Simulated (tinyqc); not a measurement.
Inside a calculation. Method: Hueckel theory of the pi electrons with the omega technique, for the molecule C=C1C=CC=CC=C1 (SMILES; centres numbered as the heavy atoms are written). Computed by tinyqc, a small Python program that keeps every step. Settings: charge = 0, omega = 1.4, damping = 0.3. Command: `OMP_NUM_THREADS=1 python tinyqc.py 21336 21337 out.jsonl` (the two numbers bound the seeds that draw the settings). One thread of a shared host (Intel(R) Xeon(R) Processor @ 2.60GHz), about 0.01 s of CPU time with the checks.

Centres:
```
centre,"z_r, pi electrons of the neutral centre",h
1C,1,0.00000
2C,1,0.00000
3C,1,0.00000
4C,1,0.00000
5C,1,0.00000
6C,1,0.00000
7C,1,0.00000
8C,1,0.00000
```

Bonds:
```
i,j,k
1,2,1
2,3,1
3,4,1
4,5,1
5,6,1
6,7,1
7,8,1
8,2,1
```

Each round sets h_r = h_r(0) + omega (z_r - P_rr), keeping the share named as damping of the old diagonal; repeat until output and input diagonals agree to 1e-6.

Rounds:
```
round,sum n x,largest |h(out) - h(in)|
1,9.99435,4.35e-01
2,9.92639,2.16e-01
3,9.94553,1.50e-01
4,9.92886,1.04e-01
5,9.93849,7.49e-02
6,9.93069,5.40e-02
7,9.93581,3.94e-02
8,9.93183,2.86e-02
9,9.93458,2.09e-02
10,9.93250,1.52e-02
11,9.93398,1.11e-02
12,9.93288,8.10e-03
13,9.93367,5.91e-03
14,9.93308,4.31e-03
15,9.93350,3.14e-03
16,9.93320,2.29e-03
17,9.93342,1.67e-03
18,9.93326,1.22e-03
19,9.93338,8.90e-04
20,9.93329,6.49e-04
21,9.93335,4.73e-04
22,9.93331,3.45e-04
23,9.93334,2.52e-04
24,9.93331,1.84e-04
25,9.93333,1.34e-04
26,9.93332,9.78e-05
27,9.93333,7.13e-05
28,9.93332,5.20e-05
29,9.93333,3.79e-05
30,9.93332,2.77e-05
31,9.93333,2.02e-05
32,9.93332,1.47e-05
33,9.93333,1.07e-05
34,9.93332,7.83e-06
35,9.93333,5.71e-06
36,9.93332,4.17e-06
37,9.93333,3.04e-06
38,9.93332,2.22e-06
39,9.93332,1.62e-06
40,9.93332,1.18e-06
```

Can the last value be used, and what does the course show?

Not by the stop rule, although the second column moves by less than 1e-06 over the last three steps. Not converged within 40 rounds: the residual falls steadily but slowly, by a factor of about 0.73 a step. Reruns: damping 0.5: converged in 13; damping 0.8: not converged.
